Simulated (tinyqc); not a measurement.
# Inputs raised by 2 %, one at a time

Model: deep-level transient spectroscopy (DLTS) of one majority-carrier trap. Computed by tinyqc, a small Python program. Command: `OMP_NUM_THREADS=1 python tinyqc.py 3016292 3016293 out.jsonl dlts sens`. One thread of a shared host (Intel(R) Xeon(R) Processor @ 2.30GHz), about 0.1 s of CPU time with the checks.

A filling pulse loads the traps in a one-sided junction; under reverse bias they empty at the rate e, and the capacitance relaxes as C(t) = C_0 - dC exp(-e t). The signal is S = [C(t_2) - C(t_1)]/dC.

Inputs (values chosen for the exercise, with mass and screening modelled on CdS):
```
quantity                    value   unit
density-of-states mass m    0.204    m_0
valleys M                       1      -
trap depth E_t              0.639     eV
cross-section sigma_0       2e-14   cm^2
degeneracy ratio g              1      -
gate time t_1               0.001      s
ratio t_2/t_1                   4      -
temperature T                 323      K
doping N                  1.5e+15  cm^-3
trap density N_t          2.3e+12  cm^-3
dielectric constant eps      8.38      -
built-in voltage V_b         0.86      V
reverse bias V_r              6.1      V
diode area                0.00086   cm^2
mean field F                34000   V/cm
```

Carriers: electrons. Extra term: Poole-Frenkel lowering.

Constants: k_B = 8.617333262e-05 eV/K; k_B = 1.380649e-23 J/K; m_0 = 9.1093837015e-31 kg; h = 6.62607015e-34 J s; e = 1.602176634e-19 C; eps_0 = 8.8541878128e-12 F/m.

Method:
- e = g sigma v N_b exp(-E/k_B T), v = sqrt(3 k_B T/m), N_b = 2 M (2 pi m k_B T/h^2)^(3/2), sigma = sigma_0, E = E_t - dE with the one-dimensional Poole-Frenkel lowering dE = sqrt(e^3 F/(pi eps eps_0)), F being held as an input apart from the bias (the centre is charged when empty).
- S(e) = exp(-e t_1) - exp(-e t_2) peaks at the rate window e_0 = ln(t_2/t_1)/(t_2 - t_1).
- T_p solves e(T) = e_0 (bisection between 15 and 1500 K); the half-height points solve S = S_max/2 on either side.
- t_1 is scaled by 0.1, 0.3, 1, 3, 10 and 30 at fixed t_2/t_1; each T_p by bisection.
- Least squares of ln(e_0/T_p^2) on 1/(k_B T_p): slope -E_a, intercept ln(gamma sigma_a) with gamma = v N_b/T^2 = sqrt(3 k_B/m) 2 M (2 pi m k_B/h^2)^(3/2). For comparison, the slope of ln e_0 alone.
- W = sqrt(2 eps eps_0 (V_b + V_r)/(e N)), C_0 = eps eps_0 area/W. The pulse goes to zero bias, W_0 = W(V_r = 0). Traps within lambda = sqrt(2 eps eps_0 (E_t - E_F)/(e^2 N)) of the depletion edge stay filled, with E_F = k_B T_p ln(N_b/N) from the band, N_b = 2 M (2 pi m k_B T_p/h^2)^(3/2) (dopants taken as fully ionised). dC = C_0 (N_t/2N) f, f = [(W - lambda)^2 - max(W_0 - lambda, 0)^2]/W^2. The simple estimate is 2 N dC/C_0.

Runs:
```
input moved                        from         to  full width (K)  apparent depth E_a (eV)  transient amplitude dC (fF)  C_0 (pF)
base run                              -          -          34.645                  0.59066                       1.3006    3.0781
trap depth E_t (eV)               0.639    0.65178          35.274                  0.60344                       1.2936    3.0781
cross-section sigma_0 (cm^2)      2e-14   2.04e-14          34.590                  0.59066                       1.3004    3.0781
ratio t_2/t_1                         4       4.08          34.695                  0.59066                       1.3005    3.0781
density-of-states mass m (m_0)    0.204    0.20808          34.590                  0.59066                       1.3011    3.0781
mean field F (V/cm)               34000      34680          34.622                  0.59018                       1.3004    3.0781
trap density N_t (cm^-3)        2.3e+12  2.346e+12          34.645                  0.59066                       1.3266    3.0781
reverse bias V_r (V)                6.1      6.222          34.645                  0.59066                       1.2973    3.0514
```

Exponents ln(y'/y) / ln(x'/x):
```
input                     full width  apparent depth E_a  transient amplitude dC     C_0
trap depth E_t                 0.908               1.081                  -0.271   0.000
cross-section sigma_0         -0.080               0.000                  -0.007   0.000
ratio t_2/t_1                  0.073               0.000                  -0.004   0.000
density-of-states mass m      -0.080               0.000                   0.021   0.000
mean field F                  -0.035              -0.041                  -0.006   0.000
trap density N_t               0.000               0.000                   1.000   0.000
reverse bias V_r               0.000               0.000                  -0.125  -0.439
```

To which inputs is each result most sensitive?

Among the inputs moved here: full width answers most in size to trap depth E_t (exponent +0.908), next to cross-section sigma_0 (-0.080); its exponent is below 0.0005 for trap density N_t, reverse bias V_r. Apparent depth E_a answers most in size to trap depth E_t (exponent +1.081), next to mean field F (-0.041); its exponent is below 0.0005 for cross-section sigma_0, ratio t_2/t_1, density-of-states mass m, trap density N_t, reverse bias V_r. Transient amplitude dC answers most in size to trap density N_t (exponent +1.000), next to trap depth E_t (-0.271). Its exponent +1.000 in trap density N_t: dC is linear in N_t. C_0 answers most in size to reverse bias V_r (exponent -0.439); its exponent is below 0.0005 for trap depth E_t, cross-section sigma_0, ratio t_2/t_1, density-of-states mass m, mean field F, trap density N_t.

Extremes, crossings and ranges named in words are read from the listed rows.
